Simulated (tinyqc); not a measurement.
Geometry relaxation of a small cluster: one step, computed by the program tinyqc. Command: `OMP_NUM_THREADS=1 python tinyqc.py 3003745 3003746 out.jsonl relax walk`. One thread of a shared host (Intel(R) Xeon(R) Processor @ 2.30GHz), about 0.01 s of CPU time with the checks.

E = sum_(i<j) phi(r_ij), phi(r) = eps [exp(-2 alpha (r - r0)) - 2 exp(-alpha (r - r0))]; the force on i is -sum_j phi'(r_ij) (R_i - R_j)/r_ij.

Problem. Energy and forces at the start. Evaluate E and the forces at the starting positions.

Inputs (values chosen for the exercise, for model atoms): length r0 = 2.69 angstrom; well depth eps = 0.37 eV; stiffness alpha = 2.06 1/angstrom.

Potential: Morse. Method: FIRE.

starting positions (angstrom):
```
            x      y     z
atom 1  -0.12  -0.11  0.01
atom 2    2.6   0.08  0.07
atom 3   1.45   2.26     0
atom 4   1.24   0.64  2.08
```

Give: distances; energy at the start; forces.

Solution.

distances (angstrom): 1-2 2.727, 1-3 2.843, 1-4 2.588, 2-3 2.466, 2-4 2.491, 3-4 2.645

energy at the start = -1.944 eV

forces (eV/angstrom):
```
             x       y       z
atom 1   0.039   0.130  -0.351
atom 2   1.196  -1.526  -0.904
atom 3  -0.816   1.106  -0.168
atom 4  -0.419   0.290   1.423
```
